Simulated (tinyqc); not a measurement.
Van der Pauw, Hall and four-point-probe measurements on a doped layer: one step of the calculation.

A uniform p-type layer with sheet resistance Rs = 1/(q ns mu), point contacts, low field (mu B small).

Problem. Sheet density, mobility and bulk values. Rs = 1/z; Hall sheet density B I/(q |VH|); Hall mobility |VH|/(Rs B I); true values ns = rH times the Hall density, mu = Hall mobility/rH; bulk density ns/t, resistivity Rs t; correction factor F = Rs/[(pi/ln 2)(RA + RB)/2].

Parameters, values chosen for the exercise:
- rH = 1.1 (Hall factor)
- B = 2 T (magnetic field)
- I = 10 uA (current)
- t = 490 nm (thickness of the layer)

Constants: q = 1.602176634e-19 C. Results are converted to the units shown.

converged z = 0.096611251 mS
VH = 2.0494507 mV
RA = 2077.4504 ohm
RB = 2503.8273 ohm

Give: Rs; Hall sheet density; Hall mobility; ns; mu; bulk density; resistivity; F.

Solution.

Rs = 10351 ohm/square
Hall sheet density = 6.0909e12 cm^-2
Hall mobility = 99.000 cm^2/(V s)
ns = 6.7000e12 cm^-2
mu = 90.000 cm^2/(V s)
bulk density = 1.3673e17 cm^-3
resistivity = 0.50719 ohm cm
F = 0.99699

tinyqc, about 0.01 s, one thread, Intel Xeon 2.30GHz (shared host): `OMP_NUM_THREADS=1 python tinyqc.py 2850156 2850157 out.jsonl`
